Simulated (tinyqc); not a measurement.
Comparisons within one model: three-level Kane dispersion of a narrow-gap semiconductor. A value that a table varies takes the place of the one given here.

Zero of energy at Gamma8, c = hbar^2/2m0, P^2 = Ep c. The free-electron term and remote bands are left out, so the heavy holes are flat at E = 0 and the other three bands obey E (E - Eg)(E + Dso) = P^2 k^2 (E + 2 Dso/3). The conduction band is the highest root; its edge is Ec = max(Eg, 0).

Degenerate electrons at T = 0: kF = (3 pi^2 n)^(1/3), 1 cm^-3 = 1e-24 angstrom^-3; EF is the highest root at kF. The momentum (cyclotron, optical) mass is m(E) = hbar^2 k/(dE/dk) = c d(k^2)/dE with d(k^2)/dE = k^2 [1/E + 1/(E - Eg) + 1/(E + Dso) - 1/(E + 2 Dso/3)]; the density of states is k d(k^2)/dE/(2 pi^2).

Edge mass m0* = 3 |Eg|/(2 Ep).
Constants: hbar^2/2m0 = 3.80998211 eV angstrom^2.

Parameters, chosen for this exercise (near those of HgTe; the results hold for these values, not for the real material):
```
symbol  value    unit        meaning
Eg      -0.311   eV          E(Gamma6) - E(Gamma8)
Dso     1.04     eV          spin-orbit splitting
Ep      18       eV          Kane energy
k       0.024    1/angstrom  wave vector
n       2.8e+17  cm^-3       electron density
```

## Filling the band

n from 1e15 to 1e19 cm^-3. The last column is the local power d ln(EF - Ec)/d ln n = kF^2/(1.5 (EF - Ec) d(k^2)/dE).

Results:
```
n (cm^-3)  kF (1/angstrom)  EF - Ec (meV)  parabolic (meV)   m(EF)  m(EF)/m0*  power
1.0e+15            0.00309            1.4              1.4  0.0261       1.01  0.664
1.0e+16            0.00667            6.4              6.5  0.0268       1.03  0.655
3.0e+16            0.00961           13.1             13.6  0.0278       1.07  0.645
1.0e+17            0.01436           28.2             30.3  0.0299       1.15  0.623
3.0e+17            0.02071           54.9             63.1  0.0335       1.29  0.592
1.0e+18            0.03094          109.1            140.7  0.0407       1.57  0.547
3.0e+18            0.04462          194.3            292.7  0.0516       1.99  0.504
1.0e+19            0.06665          347.2            653.1  0.0704       2.72  0.462
```

What can be read from the table?

The power falls from 0.664 to 0.462: 2/3 marks a parabola, 1/3 a linear band. The parabola is within 10 % up to n = 1.0e+17 cm^-3. The mass has doubled by n = 1.0e+19 cm^-3 and ends at 2.7 times its edge value.

## Closing and inverting the gap

Eg is varied at fixed k, Dso and Ep. Edge mass: Eg (Eg + Dso)/(Ep (Eg + 2 Dso/3)) for Eg > 0, 3 |Eg|/(2 Ep) for Eg < 0. The Gamma6 weight of the conduction state is 1/(1 + P^2 k^2 [(2/3)/E^2 + (1/3)/(E + Dso)^2]).

Results:
```
Eg (eV)      m0*  highest root (eV)  middle (eV)  lowest (eV)  E - Ec (meV)  Gamma6 weight
-0.300   0.02500             0.0729      -0.3550      -1.0580          72.9          0.168
-0.150   0.01250             0.1072      -0.2422      -1.0550         107.2          0.303
-0.060   0.00500             0.1397      -0.1861      -1.0536         139.7          0.424
-0.015   0.00125             0.1603      -0.1623      -1.0530         160.3          0.492
0.015    0.00124             0.1757      -0.1481      -1.0526         160.7          0.537
0.060    0.00487             0.2014      -0.1293      -1.0521         141.4          0.603
0.150    0.01176             0.2610      -0.0998      -1.0512         111.0          0.717
0.300    0.02248             0.3788      -0.0689      -1.0499          78.8          0.840
```

How do the results move?

The edge mass vanishes with |Eg| from both sides, yet the kinetic energy at this k stays finite, at most 160.7 meV in the table; at Eg = 0 the two-level form, without the split-off band, gives the linear value sqrt(2/3) P k = 162.3 meV. The Gamma6 weight of the conduction state goes smoothly from 0.17 to 0.84 and is 0.49 and 0.54 in the two rows next to Eg = 0: at finite k nothing jumps at the inversion.

## What each parameter does

Edge mass, EF - Ec and m(EF). Each row changes one parameter from the base and keeps the others.

Results:
```
case               m0* (m0)  EF - Ec (meV)  m(EF) (m0)
base                0.02592          52.73     0.03322
n = 5.6e+17 cm^-3   0.02592          78.93     0.03675
Eg = -0.3576 eV     0.02980          47.26     0.03620
Dso = 1.196 eV      0.02592          52.59     0.03338
Ep = 20.7 eV        0.02254          59.68     0.02971
```

How do the results move?

The largest shifts from the base row, up to three for each result and ties (the steps differ in size, so this ranks the rows, not the parameters). m0* (m0): Eg +0.00388, Ep -0.00338; unchanged at the printed digits by n and Dso. EF - Ec (meV): n +26.20, Ep +6.95, Eg -5.47. m(EF) (m0): n +0.00352, Ep -0.00352, Eg +0.00298.

tinyqc: `OMP_NUM_THREADS=1 python tinyqc.py 1050019 1050020 out.jsonl`; about 0.01 s, one thread, shared Intel(R) Xeon(R) Processor @ 2.30GHz.
